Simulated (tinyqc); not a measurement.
Extended Hueckel theory, for H6, step by step. One step of it, computed by the program tinyqc.

Task: Wolfsberg-Helmholz matrix. H_ij = K' S_ij (H_ii + H_jj)/2 for i != j (the diagonal keeps H_ii), with K' = 2.

overlap S, lower triangle:
```
          1H 1s     2H 1s     3H 1s     4H 1s     5H 1s     6H 1s
1H 1s  1.000000
2H 1s  0.579236  1.000000
3H 1s  0.102569  0.371631  1.000000
4H 1s  0.023196  0.102394  0.578574  1.000000
5H 1s  0.002194  0.011856  0.102394  0.371631  1.000000
6H 1s  0.000345  0.002194  0.023196  0.102569  0.579236  1.000000
```

diagonal H_ii (eV): 1H 1s -13.600000, 2H 1s -13.600000, 3H 1s -13.600000, 4H 1s -13.600000, 5H 1s -13.600000, 6H 1s -13.600000

K = 2.000000

Give: H.

Result:

H (eV), lower triangle:
```
         1H 1s    2H 1s    3H 1s    4H 1s    5H 1s    6H 1s
1H 1s  -13.600
2H 1s  -15.755  -13.600
3H 1s   -2.790  -10.108  -13.600
4H 1s   -0.631   -2.785  -15.737  -13.600
5H 1s   -0.060   -0.322   -2.785  -10.108  -13.600
6H 1s   -0.009   -0.060   -0.631   -2.790  -15.755  -13.600
```
